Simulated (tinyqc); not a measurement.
The best anneal temperature for the time t: solubility, supersaturation, precipitation and gettering of an impurity in a silicon-like host. Computed by tinyqc, a small Python program. Command: `OMP_NUM_THREADS=1 python tinyqc.py 3005866 3005867 out.jsonl ripen walk`. One thread of a shared host (Intel(R) Xeon(R) Processor @ 2.30GHz), about 0.01 s of CPU time with the checks.

The wafer was saturated at T1 and is then held at T.

Inputs (values chosen for the exercise, modelled on gold in silicon):

| quantity | value | unit |
|---|---|---|
| site density N0 | 5e+22 | 1/cm^3 |
| enthalpy of solution H | 1.92 | eV |
| entropy of solution S | 2.7 | k_B |
| diffusion prefactor D0 | 0.00027 | cm^2/s |
| migration energy Q | 1.13 | eV |
| temperature of saturation T1 | 1300 | K |
| anneal temperature T | 1095 | K |
| sink density n | 2.5e+09 | 1/cm^3 |
| initial sink radius r0 | 7.3 | nm |
| impurity density in the precipitate C_p | 4.2e+22 | 1/cm^3 |
| interface energy gamma | 0.41 | J/m^2 |
| anneal time t | 23000 | s |

Constants: k_B = 8.617333262e-05 eV/K; k_B = 1.380649e-23 J/K.

Method:
- C_eq(T) = N0 exp(S/k_B - H/(k_B T)); D(T) = D0 exp(-Q/(k_B T)); C0 = C_eq(T1). Supersaturation s = C0/C_eq(T); critical radius r* = 2 gamma/(C_p k_B T ln s); barrier W* = (4 pi/3) gamma r*^2. Strain energy is left out.
- r_f = [r0^3 + 3 (C0 - C_eq)/(4 pi n C_p)]^(1/3), tau_f = 1/(4 pi n r_f D).
- Growing sinks: with y = r/r_f and y0 = r0/r_f, dy/dt = (1 - y^3)/(3 tau_f y), which integrates to t/tau_f = F(y) - F(y0), F(y) = (1/2) ln[(1 + y + y^2)/(1 - y)^2] - sqrt(3) arctan[(2y + 1)/sqrt(3)]; the share of the excess left is (1 - y^3)/(1 - y0^3), and C(t) = C_eq + (C0 - C_eq) x share.

C0 = 2.68040e+16 1/cm^3

Dissolved share after t:

| T (K) | C_eq/C0 | tau_f (s) | C(t)/C0 |
|---|---|---|---|
| 585 | 7.9901e-10 | 1.6239e+08 | 0.99997 |
| 676 | 1.3465e-07 | 7.9446e+06 | 0.99946 |
| 780 | 1.0908e-05 | 5.9815e+05 | 0.99173 |
| 884 | 3.1422e-04 | 8.2773e+04 | 0.90894 |
| 988 | 4.4613e-03 | 1.7392e+04 | 0.44999 |
| 1092 | 3.8213e-02 | 4.9699e+03 | 0.05693 |
| 1183 | 1.8359e-01 | 2.0832e+03 | 0.18361 |
| 1248 | 4.8962e-01 | 1.3657e+03 | 0.48962 |

The lowest dissolved share among these rows is 0.057 at 1092 K. Above it solubility sets the floor; below it diffusion is too slow for this time. Solubility falls with H = 1.92 eV and diffusion with Q = 1.13 eV. Caution: the barrier to homogeneous nucleation is below 35 k_B T for these inputs, so new precipitates would form and outnumber the fixed sinks assumed here.

Extremes, crossings and ranges named in words are read from the listed rows.
